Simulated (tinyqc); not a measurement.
Worked calculation: dielectric confinement in a thin film (image charges). Values are carried at full precision from step to step, so a last printed digit may differ when a step is redone from the rounded ones.

A film |z| < t/2 of dielectric constant eps between half-spaces of dielectric constant e2; lam = (eps - e2)/(eps + e2), q = e^2/(4 pi eps0). The self-energy of a band edge is taken with the high-frequency value, e2 = eh, and the field of a fixed ion with the static one, e2 = eo. A charge at z has images lam^|n| at n t + (-1)^n z. Its self-energy is S(z) = (q/2 eps) sum over n >= 1 of lam^n [1/(n t - 2z) + 1/(n t + 2z)] for odd n and 2 lam^n/(n t) for even n; at the centre S(0) = -(q/(eps t)) ln(1 - lam).

Constants: e^2/(4 pi eps0) = 14.39964547 eV angstrom; hbar^2/2m0 = 3.80998211 eV angstrom^2; Ry = 13.60569312 eV.

Parameters, chosen for this exercise (near those of an InGaAs film between layers of a low-k oxide; shifted at random, so the results belong to these values and not to a real crystal): t = 84 angstrom (film thickness); eps = 13.1 (dielectric constant of the film); eh = 1.9 (high-frequency dielectric constant outside); mz = 0.044 m0 (mass across the film); eo = 2.7 (static dielectric constant outside); m = 0.045 m0 (mass in the plane).

## Images for a charge at the centre

Give lam, the first five terms (q/eps) lam^n/(n t), their sum and the closed form.

lam = 0.7467

terms (meV): 9.77  3.65  1.82  1.02  0.61

sum of five = 16.86 meV
S(0) = 17.97 meV

The surroundings screen less than the film, so the images repel and each band edge moves outwards: the gap changes by about 2 S = +36 meV. The static value 2.7 would give S(0) = +14.0 meV.

## Self-energy across the film

S at 2z/t = 0, 0.2, 0.4, 0.6, 0.8 and 0.9, summed to n = 399.

Self-energy:

| 2z/t | z (angstrom) | S (meV) |
|---|---|---|
| 0.0 | 0.0 | 17.97 |
| 0.2 | 8.4 | 18.38 |
| 0.4 | 16.8 | 19.87 |
| 0.6 | 25.2 | 23.55 |
| 0.8 | 33.6 | 35.50 |
| 0.9 | 37.8 | 59.83 |

Towards the wall S diverges as (q lam/4 eps)/(distance), an artefact of the abrupt interface that the vanishing envelope makes harmless.

## Shift of the subband edge

First order: <S> over the envelope (2/t) cos^2(pi z/t), beside the confinement energy c (pi/t)^2/mz, c = hbar^2/2m0.

<S> = 20.14 meV
confinement energy = 121.12 meV

|<S>| is 0.17 times the confinement energy; the first goes as 1/t and the second as 1/t^2, so they are equal at t = 505 angstrom.

## Binding of a donor

Donor at the centre, lam from the static eo, trial function cos(pi z/t) exp(-rho/l): E(l) = c/(m l^2) - (q/eps) times the integral over k of F(k t) (1 + (k l/2)^2)^(-3/2), with F(x) = F0 + 2 lam exp(-x) G/(1 - lam exp(-x)), F0 = 2[(1 - exp(-x/2))/x + x (1 + exp(-x/2))/(x^2 + 4 pi^2)], G = 2 sinh(x/2)[1/x - x/(x^2 + 4 pi^2)]; c = hbar^2/2m0. The binding energy is -E at the minimum, counted from the subband edge with its self-energy.

Minimise over l with and without images (lam = 0); Ry* = Ry m/eps^2.

Donor:

| case | l (angstrom) | binding (meV) | in Ry* |
|---|---|---|---|
| no images | 107.3 | 9.8 | 2.76 |
| with images | 85.1 | 32.0 | 8.97 |

Ry* = 3.57 meV

The images change the binding by +22.2 meV, against -2 (q/(eps t)) ln(1 - lam) = +28.1 meV for an orbit much smaller than t. At 300 K the binding is 1.2 kB T.

## Checks

- S(0) from the series against the closed form, meV: both 17.97.
- F(2.3) for lam = 0.7467 from a direct sum over images against the closed form: both 0.9058.

Program tinyqc; command `OMP_NUM_THREADS=1 python tinyqc.py 1280274 1280275 out.jsonl`; about 0.04 s on one thread of a shared Intel(R) Xeon(R) Processor @ 2.30GHz.
